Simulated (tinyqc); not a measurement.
Inside a calculation. Model: admittance spectroscopy and thermally stimulated current of one trap level in a depletion layer. Computed by tinyqc, a small Python program that keeps every step. Command: `OMP_NUM_THREADS=1 python tinyqc.py 3112106 3112107 out.jsonl admit walk`. One thread of a shared host (Intel(R) Xeon(R) Processor @ 2.30GHz), about 0.01 s of CPU time with the checks. Intermediate numbers are printed to about 5 digits and carried at full precision; extremes and crossings named in words are read from the listed rows.

A Schottky junction on n-type material holds one donor-like electron trap; shallow donors are fully ionised and abrupt depletion edges are assumed.

Inputs (values chosen for the exercise, modelled on n-type germanium):

| quantity | value | unit |
|---|---|---|
| dielectric constant eps | 16.4 | - |
| density-of-states mass m | 0.544 | m_0 |
| shallow doping N | 8.8e+15 | 1/cm^3 |
| trap density N_t | 3.9e+15 | 1/cm^3 |
| trap depth E_t below the band | 0.227 | eV |
| capture cross section sigma | 1.1e-17 | cm^2 |
| band bending V_b | 0.39 | V |
| test frequency f | 10000 | Hz |
| heating rate beta | 0.5 | K/s |

Constants: k_B = 1.380649e-23 J/K; m_0 = 9.1093837015e-31 kg; h = 6.62607015e-34 J s; k_B = 8.617333262e-05 eV/K; eps_0 = 8.8541878128e-12 F/m; e = 1.602176634e-19 C.

## Temperature of the peak

N_c = 2 (2 pi m k_B T/h^2)^(3/2), v_th = sqrt(3 k_B T/m), emission rate e_n = sigma v_th N_c exp(-E_t/(k_B T)). Where the level crosses the Fermi level capture equals emission, so the trap follows the signal with the rate 2 e_n; G/omega peaks at omega = 2 e_n (the correction for large N_t/N is left out). Solve 2 e_n(T_p) = 2 pi f.

peak temperature T_p = 249.43 K

N_c at T_p = 7.6335e+18 1/cm^3

e_n at T_p = 31416 1/s

E_c - E_F = k_B T_p ln(N_c/N) = 0.14542 eV

Caution: N_t/N is not small, so the peak moves away from omega = 2 e_n.

## The capacitance step

With E_c - E_F = k_B T_p ln(N_c/N): lambda = sqrt(2 eps eps_0 (E_t - (E_c - E_F))/(e^2 N)); traps are empty and charged for x < x_t = w - lambda, and V_b = e (N w^2 + N_t x_t^2)/(2 eps eps_0). High frequency: C_hf = eps eps_0/w. Low frequency: C_lf = eps eps_0 (N + N_t)/(N w + N_t x_t).

lambda = 129.63 nm

depletion width w = 268.04 nm

crossing point x_t = 138.41 nm

C_hf = 54.175 nF/cm^2

C_lf = 63.624 nF/cm^2

step (C_lf - C_hf)/C_hf = 0.17442

small-N_t estimate (N_t/N)(lambda/w) = 0.21433

Reading N_t/N straight from the step would give 0.174 against the true 0.443: the factor lambda/w must be known.

## Scan in temperature at fixed frequency

With x = omega/(2 e_n): C = C_hf + (C_lf - C_hf)/(1 + x^2), G/omega = (C_lf - C_hf) x/(1 + x^2); C_hf and C_lf are held at their values at T_p.

Admittance:

| T (K) | omega/(2 e_n) | C (nF/cm^2) | G/omega (nF/cm^2) |
|---|---|---|---|
| 219.5 | 5.4516 | 54.483 | 1.6769 |
| 229.5 | 2.9561 | 55.145 | 2.8682 |
| 237.0 | 1.9277 | 56.179 | 3.8624 |
| 244.4 | 1.2947 | 57.706 | 4.5712 |
| 249.4 | 1.0017 | 58.892 | 4.7245 |
| 254.4 | 0.7823 | 60.037 | 4.5856 |
| 261.9 | 0.5487 | 61.438 | 3.9849 |
| 271.9 | 0.3517 | 62.584 | 2.9572 |
| 284.4 | 0.2100 | 63.225 | 1.9003 |

The peak of G/omega is half the step, 4.72 nF/cm^2. Its full width is near 2 ln(2 + sqrt3) k_B T_p^2/(E_t + 2 k_B T_p) = 52.3 K.

## Arrhenius plot

T_p for 0.1, 0.3, 1, 3 and 10 f; least-squares lines of ln(e_n/T^2) and of ln(e_n) against 1/(k_B T), e_n = pi f; sigma = exp(intercept)/(v_th N_c/T^2).

Peaks:

| f (Hz) | T_p (K) | 1/(k_B T) (1/eV) | ln(e_n/T^2) | ln(e_n) |
|---|---|---|---|---|
| 1000 | 210.36 | 55.166 | -2.6451 | 8.052 |
| 3000 | 227.47 | 51.015 | -1.7030 | 9.151 |
| 10000 | 249.43 | 46.523 | -0.6833 | 10.355 |
| 30000 | 273.15 | 42.484 | 0.2336 | 11.454 |
| 100000 | 304.32 | 38.132 | 1.2215 | 12.658 |

depth from e_n/T^2 = 0.227 eV

cross section from the intercept = 1.10e-17 cm^2

depth without the T^2 = 0.27027 eV

Leaving out T^2 adds 43 meV, near 2 k_B T_p = 43 meV.

## Thermally stimulated current

Thermally stimulated current without retrapping: filled share n(T) = exp(-(1/beta) int e_n dT), current proportional to e_n n; the peak obeys beta (E_t/(k_B T^2) + 2/T) = e_n(T). The integral starts at 0.5 T_m and uses 4000 trapezoid steps to 1.2 T_m. Chen's first-order estimate from the full width W = T_2 - T_1 between the half-height points: E = 2.52 k_B T_m^2/W - 2 k_B T_m.

peak temperature T_m = 120.91 K

lower half-height T_1 = 114.09 K

upper half-height T_2 = 125.88 K

filled share at T_m = 0.39547

E_t/(k_B T_m) = 21.787

symmetry factor (T_2 - T_m)/(T_2 - T_1) = 0.42152

depth by Chen's formula = 0.24827 eV

The slow ramp empties the trap at 121 K, far below the admittance peak at 249 K, since the rate asked for is 0.098 per second instead of 31000. Chen's formula, made for a constant prefactor, gives 21 meV more than E_t.

Checks made by the program: C_lf against dQ/dV by differences (relative difference below 1e-10); depth recovered (relative difference below 1e-10); peak of the integrated curve (relative difference 2e-05).
